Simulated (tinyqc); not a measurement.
## Band offsets from two capacitances

Inverse problem. A p-n heterojunction (1: p-type, 2: n-type) in the depletion approximation obeys 1/C^2 = 2 (er1 N1 + er2 N2)(Vbi - V)/(q eps0 er1 er2 N1 N2), with Vbi = dEc + Eg1 - Vt ln(Nc2 Nv1/(N1 N2)), dEc = Ec2 - Ec1 and dEv = Eg2 - Eg1 - dEc. Find N2, Vbi, dEc and dEv.

Inputs (values chosen for the exercise); band and dielectric values those of a made-up pair:
- T = 250 K (temperature)
- Eg1 = 1.84 eV (band gap of material 1)
- er1 = 10.6 (relative permittivity of material 1)
- Nv1 = 8.29e19 cm^-3 (valence-band density of states of material 1)
- Eg2 = 1.14 eV (band gap of material 2)
- er2 = 12.6 (relative permittivity of material 2)
- Nc2 = 2.23e19 cm^-3 (conduction-band density of states of material 2)
- N1 = 9.3e16 cm^-3 (acceptor density of material 1)

Constants: q = 1.602176634e-19 C, kB = 1.380649e-23 J/K, Vt = kB T/q, eps0 = 8.8541878128e-14 F/cm where lengths are in cm. Results are converted to the units shown.

C at V = -0.1 and -3.1 V (nF/cm^2): [17.943315, 10.004842]

Answer. The slope of 1/C^2 against -V is (2/(q eps0)) (1/(er2 N2) + 1/(er1 N1)), which gives N2; the intercept is Vbi, and the offsets follow.

N2 = 5.200e15 cm^-3
Vbi = 1.253 V
dEc = -0.2600 eV
dEv = -0.4400 eV

Computed by the program tinyqc: `OMP_NUM_THREADS=1 python tinyqc.py 2040031 2040032 out.jsonl`, one thread of a shared Intel Xeon 2.30GHz, about 0.07 s for the whole run.
